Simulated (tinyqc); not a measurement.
Superjunction drift layer against a plain one, charge balance: one step of the calculation.

Alternating n and p pillars of equal width wp, doping N and length Lp. When depleted, the lateral field peaks at Ex = q N wp/(2 eps0 eps_r) at the pillar junctions and a uniform vertical field Ey is added; breakdown is taken where Ex^2 + Ey^2 = Ef^2. Only the n pillars conduct, narrowed by the zero-bias depletion. A first-order model: the field peaks at the pillar ends are left out.

Question. Thickness and resistance of the plain layer. Ec(N) = E16 (N/1e16 cm^-3)^(1/8), mu(N) = mi + (mx - mi)/(1 + (N/Nr)^0.9). W = 2 BV/Ec, Rsp = W/(q mu N).

Values chosen for this exercise; values close to those of silicon: critical field at a doping of 1e16 cm^-3 E16 = 0.401 MV/cm; mobility at low doping mx = 1360 cm^2/(V s); mobility at high doping mi = 91 cm^2/(V s); reference doping of the mobility Nr = 1.3e17 cm^-3; wanted breakdown voltage BV = 400 V.

Constants: q = 1.602176634e-19 C. Results are converted to the units shown.

N of the plain layer = 6.3590064e14 cm^-3

Find: mu; W; Rsp.

Answer.

mu = 1349.5 cm^2/(V s)
W = 28.153 um
Rsp = 20.476 mohm cm^2

Program tinyqc, `OMP_NUM_THREADS=1 python tinyqc.py 2590147 2590148 out.jsonl`; Intel Xeon 2.30GHz, shared host, one thread, about 0.01 s.
